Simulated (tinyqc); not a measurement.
Inside a calculation. Method: Luttinger-Kohn k.p, four valence bands. Computed by tinyqc, a small Python program that keeps every step. Settings: g1 = 9.59, g2 = 2.62, g3 = 4.49. Command: `OMP_NUM_THREADS=1 python tinyqc.py 20752 20753 out.jsonl` (the two numbers bound the seeds that draw the settings). One thread of a shared host (Intel(R) Xeon(R) Processor @ 2.60GHz), about 0.01 s of CPU time with the checks.

## Bloch Hamiltonian at k

Luttinger parameters chosen for this model; energies are counted downward from the top of the valence band:
```
parameter     value  unit
g1         9.590000
g2         2.620000
g3         4.490000
```

k point k (1/angstrom): [-0.007000, -0.003000, -0.015000]

P = c g1 k^2, Q = c g2 (kx^2 + ky^2 - 2 kz^2), R = c sqrt3 [-g2 (kx^2 - ky^2) + 2i g3 kx ky], S = 2 c sqrt3 g3 (kx - i ky) kz, c = hbar^2/2m = 3.809982 eV angstrom^2; rows [P+Q, -S, R, 0], [-S*, P-Q, 0, R], [R*, 0, P-Q, S], [0, R*, S*, P+Q]. The path ends lie at |k| = 0.07 1/angstrom.

H(k) at k (eV), order 3/2, 1/2, -1/2, -3/2:
```
[[0.006427, -0.006222+0.002667i, -0.000692+0.001244i, 0.000000],
 [-0.006222-0.002667i, 0.014253, 0.000000, -0.000692+0.001244i],
 [-0.000692-0.001244i, 0.000000, 0.014253, 0.006222-0.002667i],
 [0.000000, -0.000692-0.001244i, 0.006222+0.002667i, 0.006427]]
```

## Levels at k

Diagonalise the Hermitian matrix.

eigenvalues (eV): [0.002392, 0.002392, 0.018288, 0.018288]

## Bands along a path

The same steps at evenly spaced points between the labelled ones.

Bands along the path (eV):
```
k               band 1    band 2    band 3    band 4
[111]         0.011388  0.011388  0.346682  0.346682
[111]-G 0.25  0.006406  0.006406  0.195008  0.195008
[111]-G 0.50  0.002847  0.002847  0.086670  0.086670
[111]-G 0.75  0.000712  0.000712  0.021668  0.021668
G             0.000000  0.000000  0.000000  0.000000
G-[100] 0.25  0.005076  0.005076  0.017304  0.017304
G-[100] 0.50  0.020302  0.020302  0.069215  0.069215
G-[100] 0.75  0.045680  0.045680  0.155734  0.155734
[100]         0.081210  0.081210  0.276860  0.276860
```

## Hole masses

E = c [g1 k^2 -/+ 2 sqrt(g2^2 k^4 + 3 (g3^2 - g2^2)(kx^2 ky^2 + ky^2 kz^2 + kz^2 kx^2))] with c = hbar^2/2m, and m* = hbar^2 k^2 / (2 E).

Masses (electron masses):
```
direction     heavy     light
[100]      0.229885  0.067431
[110]      0.722743  0.056191
[111]      1.639344  0.053850
```
